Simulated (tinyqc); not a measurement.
Binary melting diagram from solution models of liquid and solid: one step, computed by the program tinyqc.

x is the fraction of B. In a phase with interaction L: mu_A = G_A + R T ln(1 - x) + L x^2, mu_B = G_B + R T ln x + L (1 - x)^2. Melting: G(liquid) - G(solid) = H (1 - T/T_m) for each pure component.

Problem. Freezing of the alloy x0. Liquid against pure solid A: T = (H_A + L_L x^2)/(H_A/T_A - R ln(1 - x)); against pure solid B: T = (H_B + L_L (1 - x)^2)/(H_B/T_B - R ln x). Primary solid forms at the higher branch; just above T_E its mole fraction is (x_E - x0)/x_E for A or (x0 - x_E)/(1 - x_E) for B, and the rest freezes as eutectic, with B making up x_E of it.

Inputs (values chosen for the exercise, for a model alloy):
```
quantity                value    unit
melting point T_A        1355       K
melting point T_B        1055       K
heat of melting H_A      15.4  kJ/mol
heat of melting H_B      35.5  kJ/mol
liquid interaction L_L   -5.9  kJ/mol
overall fraction x0      0.31       -
```

Diagram: eutectic with pure solids.

eutectic composition x_E = 0.4696019

eutectic temperature T_E = 847.4044 K

Constants: R = 8.314462618 J/(mol K).

Give: liquidus temperature; fraction of primary solid; freezing range.

Solution.

liquidus temperature = 1026 K

fraction of primary solid = 0.3399

freezing range = 179.1 K

The primary solid is A.
